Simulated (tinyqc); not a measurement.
What moves the results: thin (001) film in sp3s* tight binding with raised dangling bonds. A value that a table varies takes the place of the one given here.

Planes alternate anion (a), cation (c) along [001], a/4 apart, starting with an anion; zero in-plane momentum; levels counted from the bulk Ev, the lower root of [[Epa, Vxx], [Vxx, Epc]]; no spin-orbit coupling. Block of s, pz, s*: from an anion to the cation above, Vss/2 (s,s), Vsapc/2 (s,z), -Vscpa/2 (z,s), Vxx/2 (z,z), Vxapc/2 (s*,z), -Vpaxc/2 (z,s*); to the cation below the same with the s-z and s*-z signs reversed. Block of u = (px + py)/sqrt2 and v = (px - py)/sqrt2: to the cation above (Vxx + Vxy)/2 for u and (Vxx - Vxy)/2 for v, to the cation below the reverse. Each surface atom has two dangling sp3 hybrids; raising both by dl adds (dl/2) [[1, t], [t, 1]] to its s, pz levels (t = -1 at the bottom face, +1 at the top) and dl to the one of u, v in whose plane the missing bonds lie (v for a bottom anion or a top cation, u for a top anion).

Inputs chosen for the exercise (near a published set for Si, fitted to gaps, whose masses and valley positions are rough; not measured data): p = (-4.189, 1.709, -4.189, 1.709, 6.668, 6.668, -8.337, 1.705, 4.566, 5.714, 5.714, 5.37, 5.37) eV (order Esa, Epa, Esc, Epc, Exa, Exc, Vss, Vxx, Vxy, Vsapc, Vscpa, Vxapc, Vpaxc); Nw = 33 (planes in the thicker film); a = 5.434 angstrom (lattice constant); dp = 30 eV (value of dl for the passivated films); Ns = (9, 11, 18, 21, 29, 35, 48, 67) (numbers of planes); N0 = 27 (first number of planes).

## States in the gap of a film

edges (eV): Gamma 3.41000, Delta 1.15168

Levels between 0 and the lower bulk edge, the largest weight on the two outer planes of both faces among them, and the nearest levels outside, for several shifts dl.

Film of Nw planes:
```
dl (eV)  levels in the gap       at (eV)  surface weight  next above (eV)  next below (eV)
0                        2  0.277, 0.286            0.69           1.1754          -0.0442
1                        2  0.741, 0.742            0.81           1.1760          -0.0432
2                        0             -               -           1.1526          -0.0426
3                        0             -               -           1.1735          -0.0422
5                        0             -               -           1.1743          -0.0418
10                       0             -               -           1.1746          -0.0412
30                       0             -               -           1.1747          -0.0407
100                      0             -               -           1.1748          -0.0404
```

Can the levels of the bare film be read as confined subbands?

No: with bare surfaces (dl = 0) 2 levels lie in the bulk gap, with up to 69 % of the weight on the four outer planes, two a face, where an even spread gives 12 %; these are dangling-bond states, not subbands. The reruns show the bulk gap clear from dl = 2 eV on, and at dl = 30 eV the next level above lies 0.0 meV from its value at 100 eV. At dl = 2 eV the next level above is more than 20 meV from its value at 100 eV, so the surface still acts on it.

## Gap against thickness

Passivated films (finite dp, so levels can still be some meV from their limit), thickness N a/4. Highest level below mid-gap (either block) and the two lowest above it. The exponents are -d ln(shift)/d ln N between the sixth and the last film, for the valence level and for the mean of the two conduction levels.

Levels (eV):
```
N   thickness (angstrom)      Ev1     Ec1     Ec2     gap
9                  12.23  -0.3632  1.3965  1.4544  1.7598
11                 14.94  -0.2675  1.3233  1.3627  1.5909
18                 24.45  -0.1074  1.2275  1.2285  1.3349
21                 28.53  -0.0915  1.2080  1.2093  1.2996
29                 39.40  -0.0515  1.1823  1.1824  1.2338
35                 47.55  -0.0365  1.1726  1.1734  1.2091
48                 65.21  -0.0193  1.1631  1.1633  1.1825
67                 91.02  -0.0107  1.1576  1.1577  1.1683
```

exponents: valence 1.89, conduction 1.96

How do the results move?

The gap is 1.760 eV at 12.2 angstrom and 1.168 eV at 91.0, against 1.152 eV in the bulk along this line. At 21 planes the conduction side gives 56 meV of the widening and the valence side 92 meV. A hard-walled parabolic band has exponent 2; departures come from the offset between N a/4 and the effective width, from non-parabolicity and from the termination (odd and even N end differently: in the direction of the bond rows at the two faces and, in a compound, in the kind of atom), which also makes single steps in N uneven. Ec1 and Ec2 are the doublet of the two Delta valleys along the normal.

## Valley splitting plane by plane

kz of the minimum = 0.73060 2 pi/a

Ten passivated films from N0 planes on; the phase is N pi k0/2 modulo pi, k0 the position of the bulk minimum.

Lowest doublet:
```
N   phase/pi  mean shift (meV)  splitting (meV)
27     0.863             35.26            2.316
28     0.228             32.89            2.716
29     0.594             30.70            0.133
30     0.959             28.78            2.124
31     0.324             27.01            1.697
32     0.690             25.38            0.488
33     0.055             23.93            1.783
34     0.420             22.57            0.934
35     0.785             21.33            0.796
36     0.151             20.21            1.394
```

What does this show, and why?

The splitting ranges from 0.13 meV (N = 29) to 2.72 meV (N = 28), while the mean shift goes from 35 to 20 meV and falls steadily. The splitting changes direction 6 times in these ten films, and one plane more changes it by up to 2.58 meV: it hangs on the phase between the two faces, which is why atomic steps matter.

## What each change does

A film of Nw planes with shift dp: highest level below mid-gap (half the lower bulk edge) and the two lowest above. Each row changes one parameter from the base and keeps the others.

Results:
```
case        Ev1 (eV)  Ec1 (eV)  Ec2 (eV)
base         -0.0407    1.1747    1.1765
Nw = 34      -0.0362    1.1738    1.1747
dp = 60 eV   -0.0405    1.1747    1.1766
```

What can be read from the table?

The largest shifts from the base row, up to three for each result and ties (the steps differ in size, so this ranks the rows, not the parameters). Ev1 (eV): Nw +0.0045, dp +0.0002. Ec1 (eV): Nw -0.0009; unchanged at the printed digits by dp. Ec2 (eV): Nw -0.0018, dp +0.0000. An odd change of Nw also changes which atoms end the film, so levels need not move as thickness alone would move them; the row for dp shows how far the passivation is from converged.

Computed by tinyqc, a small Python program: `OMP_NUM_THREADS=1 python tinyqc.py 1451120 1451121 out.jsonl` (the numbers bound the seed that draws the inputs); one thread of a shared host (Intel(R) Xeon(R) Processor @ 2.30GHz), about 0.5 s for the whole set of steps.
